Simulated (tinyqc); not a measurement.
Two regimes over temperature: microkinetic model of low-temperature epitaxy from hydride gases: adsorption, hydrogen desorption and rate control. Computed by tinyqc, a small Python program. Command: `OMP_NUM_THREADS=1 python tinyqc.py 3000866 3000867 out.jsonl hepi walk`. One thread of a shared host (Intel(R) Xeon(R) Processor @ 2.30GHz), about 0.01 s of CPU time with the checks.

Each hydride molecule needs two free sites and leaves four hydrogen atoms, of which two leave at once as H2; theta is the hydrogen coverage, the site density is 6.78 per nm^2 and one layer is 1.358 angstrom thick.

Inputs (values chosen for the exercise, close to those used for silane on Si(001)): silane pressure p_S = 1.5 Pa; sticking prefactor of silane s0 = 0.012; adsorption barrier E_s = 0.29 eV; desorption prefactor nu_d = 3.3e+11 1/s; desorption energy on silicon E_d = 2.03 eV; hydrogen carrier pressure p_H = 0 Pa; sticking of hydrogen s_H = 2.5e-07.

Film: silicon. Order of hydrogen desorption: first.

Constants: k_B = 8.617333262e-05 eV/K; u = 1.6605390666e-27 kg; k_B = 1.380649e-23 J/K.

Method:
- Flux per site F = p/(sqrt(2 pi M k_B T) x 6.78e18 per m^2), M = 32.12 u (silane), 2.016 u (hydrogen); s = s0 exp(-E_s/(k_B T)); k_S = s F_S = k; k_H = s_H F_H; k_d = nu_d exp(-E_d/(k_B T)).
- With k the hydride and k_H the hydrogen adsorption rate on free pairs and k_d the desorption rate, steady state: 2 (k + k_H)(1 - theta)^2 = k_d theta; growth rate R = k (1 - theta)^2 layers/s; 1 layer/s = 8.148 nm/min.
- Temperatures in kelvin are T(C) + 273.15.
- Limits: desorption-limited R = k_d k/(2 (k + k_H)), adsorption-limited R = k.

Growth:
```
T (C)    theta  G (nm/min)  desorption limit (nm/min)  adsorption limit (nm/min)
400    0.98211  8.3632e-04                 8.5156e-04                      2.613
450    0.94949  9.0896e-03                 9.5732e-03                      3.563
500    0.87816  6.9112e-02                 7.8701e-02                      4.655
550    0.74758  3.7447e-01                 5.0091e-01                      5.877
600    0.55463  1.4305e+00                 2.5791e+00                      7.212
650    0.33927  3.7727e+00                 1.1120e+01                      8.642
700    0.16964  6.9990e+00                 4.1258e+01                     10.151
750    0.07455  1.0040e+01                 1.3467e+02                     11.722
800    0.03177  1.2507e+01                 3.9369e+02                     13.342
850    0.01394  1.4580e+01                 1.0461e+03                     14.995
```

The apparent activation energy of G is 2.00 eV between the first rows and 0.32 eV between the last; full hydrogen cover gives a value near the desorption energy (plus E_s where k_H far exceeds k), a bare surface one near E_s less k_B T/2 from the flux. The coverage passes one half between 600 and 650 C, the knee of the Arrhenius plot.

Extremes, crossings and ranges named in words are read from the listed rows.
